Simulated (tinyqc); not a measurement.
Trap density from one capacitance.

Inverse problem. Traps spread evenly through the insulator exchange electrons with the semiconductor by tunnelling, with tau(x) = t0 exp(2 ka x) at depth x from the interface. The admittance per area Y seen at depth x obeys dY/dx = -Y^2/(i w eps0 eox) + q Nb ln(1 + i w tau)/tau, with Y(0) = i w Cs and w = 2 pi f; the gate sees Y(tox) = G + i w C. Working variable y = Y/(i w), in uF/cm^2. Cox = eps0 eox/tox. Find Nb and G/w.

Values chosen for this exercise: relative permittivity of the insulator eox = 8.08; insulator thickness tox = 7.2 nm; semiconductor capacitance in accumulation Cs = 4.8 uF/cm^2; decay constant of the wave function in the insulator ka = 4.7 1/nm; time constant of a trap at the interface t0 = 5e-9 s; frequency f = 10000 Hz.

Constants: q = 1.602176634e-19 C, eps0 = 8.8541878128e-14 F/cm where lengths are in cm. Results are converted to the units shown.

C = 0.85219058 uF/cm^2

Solution. C rises steadily with Nb, so one density matches; in practice ka and t0 must come from the frequency dependence.

Nb = 3.900e19 cm^-3 eV^-1
G/w = 0.006987 uF/cm^2

Program tinyqc, `OMP_NUM_THREADS=1 python tinyqc.py 2202198 2202199 out.jsonl`; Intel Xeon 2.30GHz, shared host, one thread, about 0.5 s.
